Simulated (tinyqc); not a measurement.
## Ballistic conductance of a ribbon with a Dirac band by counting modes: thermal smearing

Subband edges E_n = hbar v pi |n + al|/W for all integers n (the walls mix the two valleys, so no further valley factor enters); only conduction subbands count, the valence ones being far below Ef. Every mode transmits fully; spin gives the factor 2 in 2 q^2/h.

G = (2 q^2/h) M; at zero temperature M counts the edges below Ef, at T it is the sum of degeneracy times f. The smooth (Sharvin) count is 2 Ef W/(pi hbar v). f = 1/(1 + exp((E_n - Ef)/Vt)).

Values chosen for this exercise:

| symbol | value | unit | meaning |
|---|---|---|---|
| v | 9.9e5 | m/s | Dirac velocity |
| al | 0.25 |  | offset of the transverse quantisation |
| Ef | 0.398 | eV | Fermi energy above the Dirac point |
| W | 21 | nm | width |

Constants: q = 1.602176634e-19 C, kB = 1.380649e-23 J/K, hbar = 1.054571817e-34 J s, h = 6.62607015e-34 J s, Vt = kB T/q. Results are converted to the units shown.

Result of one run:
```
T (K)  kB T (meV)  M at T  G (uS)
77          6.635   8.071   625.4
```

What becomes of these results when the temperature T is changed from 77 to 300 K, all else the same?

Result of the changed run:
```
T (K)  kB T (meV)  M at T  G (uS)
300         25.85   8.165   632.7
```

The whole series:
```
T (K)  kB T (meV)  M at T  G (uS)
2          0.1723   8.000   619.8
10         0.8617   8.000   619.8
30          2.585   8.002   620.0
77          6.635   8.071   625.4
150         12.93   8.150   631.5
220         18.96   8.164   632.5
300         25.85   8.165   632.7
400         34.47   8.165   632.7
```

M at T rises from 8.00 to 8.17; the integer count is 8. The edge nearest to Ef lies 16.3 meV from it, and M stays within 0.01 of the integer up to 30 K among the rows.

Computed by the program tinyqc: `OMP_NUM_THREADS=1 python tinyqc.py 2740032 2740033 out.jsonl`, one thread of a shared Intel Xeon 2.30GHz, about 0.04 s for the whole run.
